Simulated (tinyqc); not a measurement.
Physical sputtering: collision-cascade yield, angular dependence, faceting and resputtering in deposition. Changing the angle of incidence. Computed by tinyqc, a small Python program. Command: `OMP_NUM_THREADS=1 python tinyqc.py 3029977 3029978 out.jsonl sputter sweep`. One thread of a shared host (Intel(R) Xeon(R) Processor @ 2.30GHz), about 0.01 s of CPU time with the checks.

Ions start collision cascades; atoms that reach the surface with more than U leave. The target is amorphous or fine-grained.

Inputs (values chosen for the exercise, modelled on krypton ions on germanium):

| quantity | value | unit |
|---|---|---|
| ion Z1 | 36 | - |
| ion mass M1 | 83.8 | u |
| target Z2 | 32 | - |
| target mass M2 | 72.6 | u |
| surface binding energy U | 3.85 | eV |
| target density N | 44.2 | 1/nm^3 |
| fit factor Q | 0.6 | - |
| ion energy E | 430 | eV |
| current density J | 1.5 | mA/cm^2 |
| angular exponent f | 2.3 | - |
| angle of the largest yield | 80 | degrees |

Constants: e = 1.602176634e-19 C.

Method:
- gamma = 4 M1 M2/(M1 + M2)^2; threshold E_th = 6.7 U/gamma for M1 >= M2, else U (1 + 5.7 M1/M2)/gamma. eps = 0.03255 M2 E/(Z1 Z2 (M1 + M2) z), z = (Z1^(2/3) + Z2^(2/3))^(1/2), E in eV; s_n = 3.441 sqrt(eps) ln(eps + 2.718)/(1 + 6.355 sqrt(eps) + eps (6.882 sqrt(eps) - 1.708)); S_n = 84.78 Z1 Z2 M1 s_n/((M1 + M2) z) in eV angstrom^2; alpha = 0.249 (M2/M1)^0.56 + 0.0035 (M2/M1)^1.5 for M1 <= M2, else 0.0875 (M2/M1)^(-0.15) + 0.165 M2/M1; Y0 = 0.042 Q alpha S_n/U [1 - sqrt(E_th/E)]^2.5 (the electronic-loss factor of the full formula is dropped).
- Erosion rate = Y0 J/(e N); 1 cm^2 = 1e14 nm^2.
- Angular law: Y/Y0 = t^f exp(-f cos(a_opt)(t - 1)), t = 1/cos(angle), largest at a_opt. A plane tilted by the angle recedes along the beam at a speed proportional to Y(angle), and along its own normal as Y cos(angle).

One run for each value:

| angle of incidence (degrees) | Y/Y0 at the angle | normal speed relative to a flat surface | yield at the angle (atoms per ion) |
|---|---|---|---|
| 0 | 1.0000 | 1.0000 | 0.8496 |
| 15 | 1.0679 | 1.0315 | 0.9072 |
| 30 | 1.3087 | 1.1334 | 1.1119 |
| 40 | 1.6340 | 1.2517 | 1.3882 |
| 50 | 2.2134 | 1.4227 | 1.8804 |
| 60 | 3.3031 | 1.6515 | 2.8062 |
| 70 | 5.4700 | 1.8709 | 4.6473 |
| 75 | 7.1349 | 1.8467 | 6.0617 |
| 80 | 8.3817 | 1.4555 | 7.1210 |
| 85 | 4.1746 | 0.3638 | 3.5467 |

Over the rows, Y/Y0 at the angle goes from 1.00 through a maximum among these rows, 8.38 at 80.0, to 4.17; normal speed relative to a flat surface goes from 1.00 through a maximum among these rows, 1.87 at 70.0, to 0.364; yield at the angle (atoms per ion) goes from 0.850 through a maximum among these rows, 7.12 at 80.0, to 3.55. Oblique ions deposit their energy nearer the surface until reflection sets in; the normal speed peaks at a smaller angle than the yield, as the beam spreads over more area.

Extremes, crossings and ranges named in words are read from the listed rows.
